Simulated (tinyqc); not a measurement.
Long-channel MOSFET, surface-potential model: two steps of the calculation.

n-channel transistor on a uniformly doped p-type body, gradual-channel approximation, constant mobility, Boltzmann statistics, full ionisation. Potentials are counted from the neutral body; V is the electron quasi-Fermi potential, Vsb at the source and Vsb + Vds at the drain. Charges are magnitudes per area.

Values chosen for this exercise; material values those of a made-up semiconductor: temperature T = 300 K; band gap Eg = 1.28 eV; relative permittivity of the semiconductor eps_r = 16.1; conduction-band density of states at T Nc = 4.72e17 cm^-3; valence-band density of states at T Nv = 1.09e19 cm^-3; acceptor density of the body Na = 1.3e17 cm^-3; relative permittivity of the gate insulator eox = 24.9; insulator thickness tox = 140 nm; flat-band voltage Vfb = -0.9 V; channel mobility mu = 220 cm^2/(V s); gate width W = 2 um; gate length L = 2 um; source-body reverse bias Vsb = 0.3 V; drain-source voltage Vds = 2 V.

Constants: q = 1.602176634e-19 C, kB = 1.380649e-23 J/K, Vt = kB T/q, eps0 = 8.8541878128e-14 F/cm where lengths are in cm. Results are converted to the units shown.

Question 1. Body potential, insulator capacitance and body factor. ni = sqrt(Nc Nv) exp(-Eg/(2 Vt)), Eg in volts; phiF = Vt ln(Na/ni); Cox = eps0 eox/tox; gamma = sqrt(2 q eps0 eps_r Na)/Cox. VT = Vfb + 2 phiF + gamma sqrt(2 phiF + Vsb), m = 1 + gamma/(2 sqrt(2 phiF + Vsb)).

Wanted: ni; phiF; Cox; gamma; VT; m.

Answer 1.

ni = 4.019e7 cm^-3
phiF = 0.5661 V
Cox = 0.1575 uF/cm^2
gamma = 1.547 V^0.5
VT = 2.084 V
m = 1.647

Question 2. Pao-Sah current by Simpson's rule. I = mu (W/L) integral of Qi dV; Simpson's rule on the 9 points, step Vds/8, weights 1, 4, 2, ..., 4, 1 times step/3.

Qi, Pao-Sah, point 0 to 8 (nC/cm^2): [1.4523032, 1.1353910e-4, 7.1670025e-9, 4.5239980e-13, 2.8556649e-17, 1.8025698e-21, 1.1378288e-25, 7.1822710e-30, 4.5336358e-34]

Wanted: Pao-Sah current.

Answer 2.

Pao-Sah current = 0.02663 uA

Gauss-Legendre quadrature on many points gives 0.009143 uA, so this value is 2.91 times it; the charge-sheet current, 0.009055 uA, is 0.97 % below it.

Numbers from tinyqc (`OMP_NUM_THREADS=1 python tinyqc.py 2360137 2360138 out.jsonl`; about 0.05 s on one thread of a shared Intel Xeon 2.30GHz).
